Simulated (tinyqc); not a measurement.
From Debye to Thomas-Fermi: static screening by free carriers.

kF = (3 pi^2 n/Mv)^(1/3), EF = c kF^2/m with c = hbar^2/2m0, n in 1/angstrom^3 (1e-24 per 1/cm^3), e2 = e^2/(4 pi eps0). Thomas-Fermi: qTF^2 = 6 pi e2 n/(eps EF). Debye: qD^2 = 4 pi e2 n/(eps kB T).

F_j(eta) = (1/Gamma(j + 1)) integral_0^infinity x^j dx/(1 + exp(x - eta)), which tends to exp(eta) for eta << 0.

At finite T: qs^2 = qD^2 F_-1/2(eta)/F_1/2(eta), where n = Mv N F_1/2(eta) and N = 2 (m kB T/(4 pi c))^(3/2) with c = hbar^2/2m0, in 1/angstrom^3; times 1e24 for 1/cm^3.

Constants: hbar^2/2m0 = 3.80998211 eV angstrom^2; e^2/(4 pi eps0) = 14.39964547 eV angstrom; kB = 8.617333262e-05 eV/K.

Inputs chosen for the exercise (near those of InP; not measured data): m = 0.0777 m0 (mass of one isotropic valley); Mv = 1 (valleys); eps = 12.8 (background dielectric constant); T = 77 K.

Screening lengths (angstrom):
```
n (1/cm^3),eta,Debye,Thomas-Fermi,finite T
2.0e+14,-5.87,1532,194.5,1533
1.0e+15,-4.25,685.1,148.8,686.8
7.0e+15,-2.28,258.9,107.6,263.4
3.0e+16,-0.71,125.1,84.39,134.0
1.0e+17,0.84,68.51,69.05,83.39
4.0e+17,3.60,34.26,54.81,56.80
1.0e+18,6.95,21.66,47.04,47.47
4.0e+18,17.78,10.83,37.34,37.39
```

What does the comparison show?

Debye is within 5 % of the finite-T length up to 7e+15 1/cm^3 of the densities listed and Thomas-Fermi from 4e+17 on. The length goes as n^-0.50 at the low end and n^-0.17 at the high end, against the limits -1/2 and -1/6. Both limits give too short a length.

Run: tinyqc, `OMP_NUM_THREADS=1 python tinyqc.py 1650778 1650779 out.jsonl`; Intel(R) Xeon(R) Processor @ 2.30GHz, one thread, shared host; about 0.01 s of CPU time with all checks.
